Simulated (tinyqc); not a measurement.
Stretching all distances: RHF, UHF, MP2, CISD and CCSD against full CI in the 6-311g basis, for H2, spin multiplicity 1. Computed by the program tinyqc with PySCF. Command: `OMP_NUM_THREADS=1 python tinyqc.py 114814 114815 out.jsonl`; one thread of a shared host (Intel(R) Xeon(R) Processor @ 2.60GHz), about 7 s.

Geometry (angstrom):
```
atom       x       y       z
H     0.0000  0.0000  0.0000
H     0.0000  0.0000  0.7250
```

All coordinates are multiplied by the scale. c0^2 is the weight of the RHF determinant in the lowest singlet FCI state (UHF is spin-contaminated and may lie near states of higher spin) and n(LUMO) the first natural occupation beyond the occupied space.

Full CI energy (hartree) and errors against it (kcal/mol):
```
scale   distance 1-2 (angstrom)     E(FCI)      RHF      UHF      MP2    CISD    CCSD  <S^2> UHF    c0^2  n(LUMO)
0.9400                   0.6815  -1.150453  15.3202  15.3202   4.3590  0.0000  0.0000     0.0000  0.9869   0.0207
1.1900                   0.8628  -1.146951  17.8034  17.8034   5.8538  0.0000  0.0000     0.0000  0.9794   0.0366
1.4400                   1.0440  -1.122959  21.5005  21.5005   8.0637  0.0000  0.0000     0.0000  0.9669   0.0619
1.6900                   1.2252  -1.094980  26.3934  26.1072  11.0437  0.0000  0.0000     0.1066  0.9476   0.1002
1.9300                   1.3993  -1.070118  32.2099  25.2619  14.6794  0.0000  0.0000     0.4624  0.9206   0.1529
2.1800                   1.5805  -1.048626  39.4079  20.3642  19.2586  0.0000  0.0000     0.6822  0.8826   0.2260
2.4300                   1.7617  -1.032204  47.6413  14.7686  24.4960  0.0000  0.0000     0.8117  0.8356   0.3156
2.6800                   1.9430  -1.020454  56.6462   9.9715  30.0854  0.0000  0.0000     0.8883  0.7828   0.4154
```

UHF parts from RHF first at scale 1.69 of those listed, where <S^2> leaves zero. The weight c0^2 goes from 0.99 to 0.78 and n(LUMO) from 0.02 to 0.42: static correlation grows as the bonds break into open-shell fragments. The spread of the error along the curve, which distorts its shape, is CISD 0.0, CCSD 0.0, UHF 16.1, MP2 25.7, RHF 41.3 kcal/mol. With two electrons CISD and CCSD are exact.
